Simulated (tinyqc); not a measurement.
# Pressure-driven transition between two phases with analytic equations of state, step by step

A worked calculation. Computed by tinyqc, a small Python program that keeps every step. Command: `OMP_NUM_THREADS=1 python tinyqc.py 3007871 3007872 out.jsonl transition walk`. One thread of a shared host (Intel(R) Xeon(R) Processor @ 2.30GHz), about 0.03 s of CPU time with the checks. Intermediate numbers are printed to about 6 digits and carried at full precision; extremes and crossings named in words are read from the listed rows.

Each phase obeys E = E0 + (B0 V/B') [(V0/V)^B'/(B' - 1) + 1] - B0 V0/(B' - 1), P = (B0/B') [(V0/V)^B' - 1]; E0 = 0 for phase 1 and Delta E0 for phase 2. H = E + P V.

Inputs (values chosen for the exercise, for two model phases):
```
quantity,value,unit
volume V0 of phase 1,22.6,angstrom^3/atom
B0 of phase 1,34.2,GPa
B' of phase 1,5.1,-
volume V0 of phase 2,21.2,angstrom^3/atom
B0 of phase 2,46.5,GPa
B' of phase 2,3.84,-
"energy of phase 2 above phase 1, Delta E0",0.1,eV/atom
"entropy of phase 2 less phase 1, Delta S",0.014,k_B/atom
temperature T,600,K
```

Equation of state: Murnaghan.

Constants: 1 eV/angstrom^3 = 160.2176634 GPa; k_B = 8.617333262e-05 eV/K.

## First estimate from rigid phases

If neither phase were compressed, P = Delta E0/(V0 of phase 1 - V0 of phase 2).

rigid estimate = 11.4441 GPa

## One Newton step

At the estimate, solve P(V) = P for each phase, form H, and step P(new) = P - (H_2 - H_1)/(V_2 - V_1), since dH/dP = V.

V_1 = 18.5917 angstrom^3

H_1 = 1.44320 eV

V_2 = 17.8276 angstrom^3

H_2 = 1.47714 eV

next pressure = 18.5613 GPa

## Transition pressure at zero temperature

Start from P = Delta E0/(V0 of phase 1 - V0 of phase 2); at each P solve P(V) = P for both phases and step P(new) = P - (H_2 - H_1)/(V_2 - V_1); stop when |H_2 - H_1| < 1e-10 eV. At the zero-temperature transition the volume change is V_2/V_1 - 1 and the work is P (V_1 - V_2).

Iterations:
```
step,P (GPa),V_1 (angstrom^3),V_2 (angstrom^3),H_2 - H_1 (meV)
0,11.4441,18.5917,17.8276,3.39448e+01
1,18.5613,17.4240,16.6430,-1.24480e-01
2,18.5357,17.4274,16.6466,-1.23988e-05
3,18.5357,17.4274,16.6466,0
```

transition pressure = 18.5357 GPa

V_1 at the transition = 17.4274 angstrom^3

V_2 at the transition = 16.6466 angstrom^3

volume change = -4.48053 %

work P (V_1 - V_2) = 0.0903364 eV/atom

The rigid estimate is low by 38.3 %: phase 1 shrinks faster than phase 2, so the volume gain narrows under pressure. Caution: the pressure is a large share of B0, where the result depends on the form of the equation of state.

## Enthalpies against pressure

For each P solve P(V) = P in both phases.

Both phases:
```
P (GPa),V_1 (angstrom^3),V_2 (angstrom^3),H_2 - H_1 (meV/atom),stable
0.0,22.6000,21.2000,100.000,phase 1
4.6,20.3999,19.4948,68.530,phase 1
9.3,19.0557,18.2763,44.256,phase 1
14.0,18.1176,17.3557,21.790,phase 1
17.0,17.6433,16.8710,7.442,phase 1
20.0,17.2358,16.4455,-7.179,phase 2
24.0,16.7705,15.9503,-27.274,phase 2
30.0,16.1938,15.3244,-58.905,phase 2
```

H_2 - H_1 changes with slope V_2 - V_1, from -1.400 to -0.869 angstrom^3 per atom over the table, and passes zero at 18.54 GPa. An error of 10 meV per atom in Delta E0 moves the transition by about 2.05 GPa.

## Shift with temperature

At T the condition is H_2 - H_1 - T Delta S = 0, with Delta S constant and thermal expansion left out; the Clausius-Clapeyron slope is dP/dT = Delta S/(V_2 - V_1) at the zero-temperature point.

Clapeyron slope = -0.247542 MPa/K

transition pressure at T = 18.3871 GPa

linear estimate at T = 18.3872 GPa

The dense phase has the higher entropy, so heating lowers the transition pressure. Caution: a constant Delta S holds only at high temperature; it vanishes as T goes to 0, so the shift counted from T = 0 is somewhat too large.

Checks made by the program: slope of the common tangent, -(E_2 - E_1)/(V_2 - V_1) (relative difference below 1e-10).
